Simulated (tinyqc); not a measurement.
# Changing the band mass m*

Model: Froehlich polaron in a polar crystal. Computed by tinyqc, a small Python program. Command: `OMP_NUM_THREADS=1 python tinyqc.py 3008555 3008556 out.jsonl frohlich sweep`. One thread of a shared host (Intel(R) Xeon(R) Processor @ 2.30GHz), about 0.08 s of CPU time with the checks.

One electron in a parabolic band of mass m*, coupled to dispersionless LO phonons in the continuum model. Energies are in units of hbar omega unless marked, wave numbers in k_0 = sqrt(2 m* omega/hbar).

Inputs (values chosen for the exercise, modelled on zinc oxide):

| quantity | value | unit |
|---|---|---|
| LO phonon energy hbar omega | 68.6 | meV |
| eps_inf | 3.79 | - |
| static dielectric constant eps_s | 8.48 | - |
| electron wave number k/k_0 | 0.27 | - |

Constants: hbar^2/(2 m_0) = 3.80998212 eV angstrom^2; e^2/(4 pi eps_0) = 14.39964548 eV angstrom.

Method:
- 1/eps* = 1/eps_inf - 1/eps_s; k_0 = sqrt(2 m* omega/hbar) = sqrt(m* hbar omega / (hbar^2/(2 m_0))) with m* in m_0; alpha = (e^2/(4 pi eps_0)) k_0/(2 eps* hbar omega); polaron length 1/k_0.
- At T = 0 and k < k_0: E(k) = (k/k_0)^2 - alpha arcsin(k/k_0)/(k/k_0); so E(0) = -alpha, 1/m_p = (1 - alpha/6)/m*, and the mean number of phonons in the cloud at k = 0 is alpha/2. The Lee-Low-Pines variational state gives the same E(0) and m_p = m* (1 + alpha/6).
- Feynman's bound: E(v, w) = 3 (v - w)^2/(4 v) - (alpha v/sqrt(pi)) int_0^infinity e^-u D(u)^(-1/2) du, D = w^2 u + ((v^2 - w^2)/v)(1 - e^(-v u)); integrals by 80 Gauss-Legendre points in s from 0 to 1 with u = 40 s^2.
- Minimise over v > w > 0 (simplex search); mass m_p/m* = 1 + (alpha v^3/(3 sqrt(pi))) int u^2 e^-u D^(-3/2) du.

One run for each value:

| band mass m* (m_0) | coupling constant alpha | polaron energy, Feynman (meV) | m_p/m*, Feynman | m_p/m*, Lee-Low-Pines | polaron length 1/k_0 (angstrom) |
|---|---|---|---|---|---|
| 0.040 | 0.4110 | -28.34 | 1.073 | 1.0685 | 37.262 |
| 0.073 | 0.5553 | -38.36 | 1.101 | 1.0925 | 27.583 |
| 0.130 | 0.7410 | -51.32 | 1.139 | 1.1235 | 20.669 |
| 0.240 | 1.0068 | -69.97 | 1.197 | 1.1678 | 15.212 |
| 0.450 | 1.3786 | -96.31 | 1.288 | 1.2298 | 11.109 |
| 0.820 | 1.8610 | -130.92 | 1.427 | 1.3102 | 8.230 |
| 1.500 | 2.5170 | -178.89 | 1.664 | 1.4195 | 6.085 |
| 2.700 | 3.3769 | -243.58 | 2.106 | 1.5628 | 4.535 |
| 5.000 | 4.5954 | -339.75 | 3.243 | 1.7659 | 3.333 |

Over the rows, coupling constant alpha rises from 0.411 to 4.60 (exponent d ln y / d ln x about 0.50 throughout); polaron energy, Feynman (meV) falls from -28.3 to -340 (exponent d ln y / d ln x 0.50 between the first rows and 0.54 between the last); m_p/m*, Feynman rises from 1.07 to 3.24 (exponent d ln y / d ln x 0.043 between the first rows and 0.70 between the last). The exponent of coupling constant alpha stays at 0.50: alpha goes as sqrt(m*). The exponent of polaron length 1/k_0 stays at -0.50: the length goes as m*^(-1/2). A heavy electron is slow enough for the ions to follow. The Feynman mass is 1.004 times the Lee-Low-Pines one in the first row and 1.84 in the last (alpha = 4.6); the energy starts as -alpha hbar omega and gains an alpha^2 term.

Caution (rows 2.70, 5.00): for these m* and hbar omega the length 1/k_0 is under 5 angstrom, near a lattice spacing, where the continuum model loses its footing. Caution (rows 2.70, 5.00): second-order results are out of their range at this coupling; the perturbative mass diverges at alpha = 6.
